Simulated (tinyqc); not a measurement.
MOS inversion layer, Poisson-Schroedinger loop: one step of the calculation.

Electrons confined at an insulator interface at z = 0, treated as a hard wall; parabolic valleys, Hartree approximation, no image or exchange terms. The depletion charge lies far deeper than the electrons and gives a uniform field q Nd/(eps0 eps_r); the gate balances all charge. Energies are counted from the band edge at the interface.

Question. Fermi level and occupations. Level k holds N_k = D_k Vt ln(1 + exp((EF - E_k)/Vt)) with D = 3 md1 m0 q/(pi hbar^2) per eV (spin included); EF is fixed by sum N_k = Ns.

Parameters, values chosen for the exercise; masses and permittivity close to those of 4H silicon carbide (0001):

| symbol | value | unit | meaning |
|---|---|---|---|
| T | 200 | K | temperature |
| md1 | 0.413 | m0 | in-plane density-of-states mass of set A |
| Ns | 1.2e13 | cm^-2 | sheet density of electrons |

Constants: q = 1.602176634e-19 C, kB = 1.380649e-23 J/K, hbar = 1.054571817e-34 J s, m0 = 9.1093837015e-31 kg, Vt = kB T/q. Results are converted to the units shown.

levels (eV): A1 0.09407437, A2 0.16476981

Find: EF; N_k.

Answer.

EF = 0.1110 eV
N_k (cm^-2): A1 1.161e13, A2 3.864e11

Numbers from tinyqc (`OMP_NUM_THREADS=1 python tinyqc.py 2160074 2160075 out.jsonl`; about 0.2 s on one thread of a shared Intel Xeon 2.30GHz).
